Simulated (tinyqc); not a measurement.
Classical Heisenberg spin chain: exact results, Metropolis, heat-bath and over-relaxation steps, and a Monte Carlo run: one step, computed by the program tinyqc. Command: `OMP_NUM_THREADS=1 python tinyqc.py 3130588 3130589 out.jsonl heismc walk`. One thread of a shared host (Intel(R) Xeon(R) Processor @ 2.30GHz), about 0.2 s of CPU time with the checks.

E = -J sum_i s_i . s_(i+1) for unit vectors s_i on an open chain; K = J/(k_B T).

Question. Four single-spin steps. The given spins are first normalised. Spins 2 and 3 are updated in turn, with h = K (sum of the two neighbours). Heat bath: cos(theta) = 1 + ln(1 - r1 (1 - exp(-2 |h|)))/|h| about n = h/|h|, azimuth 2 pi r2 = phi in the frame a = n x z/|n x z|, b = n x a: s = n cos(theta) + sin(theta)(a cos(phi) + b sin(phi)); r1, r2 are the first two numbers of the row. Steps 2 and 4 are reflections, s -> 2 (s . h) h/|h|^2 - s, which keep the energy and use no random number.

Inputs (values chosen for the exercise, for a model chain of large moments): temperature T = 398 K.

Update: heat bath with over-relaxation.

four neighbouring spins (rows; components x, y, z):
```
         1        2        3
1  -0.0786   0.6655  -0.7422
2   0.8250  -0.2355   0.5137
3   0.8496  -0.1134  -0.5151
4   0.9985  -0.0380  -0.0393
```

random numbers, one row a step:
```
        1       2       3
1  0.8639  0.9656  0.0975
2  0.0369  0.0222  0.2940
3  0.9171  0.8845  0.4352
4  0.4874  0.9014  0.2565
```

K = 0.9913407

Give: the table «Steps» with the columns |h|, h . s before, h . s after, move, x, y, z.

Answer.

Steps:

| spin | \|h\| | h . s before | h . s after | move | x | y | z |
|---|---|---|---|---|---|---|---|
| 2 | 1.561 | -0.139 | -0.187 | heat bath | 0.6443 | -0.7313 | 0.2236 |
| 3 | 1.808 | 1.376 | 1.376 | reflection | 0.5221 | -0.5290 | 0.6690 |
| 2 | 0.466 | 0.168 | -0.346 | heat bath | -0.4871 | -0.6744 | 0.5549 |
| 3 | 1.009 | 0.980 | 0.980 | reflection | 0.4552 | -0.8323 | 0.3163 |
